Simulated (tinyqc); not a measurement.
A spin-degenerate level with charging energy between two leads, rate equations: one step of the calculation.

States 0, up, down and 2 with energies 0, e1 - Ez/2, e1 + Ez/2 and 2 e1 + U. mu_L = +V/2, mu_R = -V/2 (meV), f(x) = 1/(1 + exp(x/kB T)). A transition that adds one electron of given spin at the energy E has the rate G f(E - mu) from each lead, and its reverse G [1 - f(E - mu)]. I counts electrons leaving the left lead, times q.

Problem. Rate matrix. dp/dt = W p; W_ji is the rate from state i to j, and each column sums to zero.

Values chosen for this exercise:
```
symbol  value  unit                        meaning
GL       0.23  1/ns   tunnel rate to the left lead
GR       0.23  1/ns  tunnel rate to the right lead
```

| transition | fL | fR (1e-49) |
|---|---|---|
| 0-up | 1.0000000 | 1.0879691 |
| 0-down | 1.0000000 | 1.0879691 |
| up-2 | 0.0000000 | 0.0000000 |
| down-2 | 0.0000000 | 0.0000000 |

Wanted: W.

Solution.

W (1/ns):

|  | 0 | up | down | 2 |
|---|---|---|---|---|
| 0 | -0.4600 | 0.2300 | 0.2300 | 0.0000 |
| up | 0.2300 | -0.2300 | 0.0000 | 0.4600 |
| down | 0.2300 | 0.0000 | -0.2300 | 0.4600 |
| 2 | 0.0000 | 0.0000 | 0.0000 | -0.9200 |

Range of the model: Rate equations need hbar G well below kB T; cotunnelling and the Kondo effect are left out.

Program tinyqc, `OMP_NUM_THREADS=1 python tinyqc.py 2780026 2780027 out.jsonl`; Intel Xeon 2.30GHz, shared host, one thread, about 0.01 s.
